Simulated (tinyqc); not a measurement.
# Which input was changed?

Model: charge neutrality of a doped semiconductor with incomplete ionisation. Computed by tinyqc, a small Python program. Command: `OMP_NUM_THREADS=1 python tinyqc.py 3023782 3023783 out.jsonl dopant which`. One thread of a shared host (Intel(R) Xeon(R) Processor @ 2.30GHz), about 0.2 s of CPU time with the checks.

Energies are counted from the top of the valence band; E_D is measured down from the conduction band and E_A up from the valence band.

Inputs (values chosen for the exercise, modelled on 4H-SiC):

| quantity | value | unit |
|---|---|---|
| gap at 0 K E_g0 | 3.21 | eV |
| Varshni alpha | 0.000328 | eV/K |
| Varshni beta | 706 | K |
| electron mass m_e | 0.382 | m_0 |
| valleys M_c | 3 | - |
| hole mass m_h | 2.07 | m_0 |
| acceptor density N_A | 1.1e+19 | cm^-3 |
| acceptor depth E_A | 0.201 | eV |
| acceptor degeneracy g_A | 4 | - |
| temperature T | 300 | K |
| iteration cap | 60 | - |

Doping: p-type. Statistics of the bands: Boltzmann. Solver: Newton steps on the logarithm. Start of Newton steps: intrinsic level E_i.

Constants: m_0 = 9.1093837015e-31 kg; k_B = 1.380649e-23 J/K; h = 6.62607015e-34 J s; k_B = 8.617333262e-05 eV/K.

Method:
- E_g = E_g0 - alpha T^2/(T + beta).
- N_c = 2 M_c (2 pi m_e k_B T/h^2)^(3/2) and N_v = 2 (2 pi m_h k_B T/h^2)^(3/2), masses in units of m_0.
- n_i = sqrt(N_c N_v) exp(-E_g/(2 k_B T)); E_i = E_g/2 + (k_B T/2) ln(N_v/N_c).
- n = N_c exp((E_F - E_g)/k_B T), p = N_v exp(-E_F/k_B T).
- N_A- = N_A/(1 + g_A exp((E_A - E_F)/k_B T)).
- Neutrality: p + N_D+ = n + N_A-; the log ratio is ln[(p + N_D+)/(n + N_A-)].
- Newton steps from the start named, with the slope from a central difference of 1e-6 eV; the function is the log ratio y = ln[(p + N_D+)/(n + N_A-)]; the bracket -0.3 to E_g + 0.3 eV is narrowed by the sign of y at each step, and a step that would leave it is replaced by its midpoint; stop when |log ratio| < 1e-9.

Question. One of these inputs alone was changed, within the range given: acceptor density N_A (5.5e+18 to 2.2e+19); hole mass m_h (1.035 to 4.14); temperature T (150 to 600); gap at 0 K E_g0 (1.605 to 6.42). Which one, and to what value?

Results:

| run | minority density n (cm^-3) | intrinsic density n_i (cm^-3) | ionised share of the acceptors |
|---|---|---|---|
| before | 1.691771e-32 | 7.003624e-08 | 0.02635794 |
| after | 9.203587e-24 | 1.633543e-03 | 0.02635794 |

Answer.

Each candidate set to reproduce minority density n, and what it then gives:

| candidate | range searched | value needed | intrinsic density n_i (cm^-3) | ionised share of the acceptors |
|---|---|---|---|---|
| acceptor density N_A (cm^-3) | 5.5e+18 to 2.2e+19 | out of reach | - | - |
| hole mass m_h (m_0) | 1.035 to 4.14 | out of reach | - | - |
| temperature T (K) | 150 to 600 | 358.2 | 0.0023764 | 0.055783 |
| gap at 0 K E_g0 (eV) | 1.605 to 6.42 | 2.690 | 0.0016335 | 0.026358 |

Only gap at 0 K E_g0 fits every result: it went from 3.21 to 2.69 eV. The next best candidate, temperature T, misses one result by 110 %.
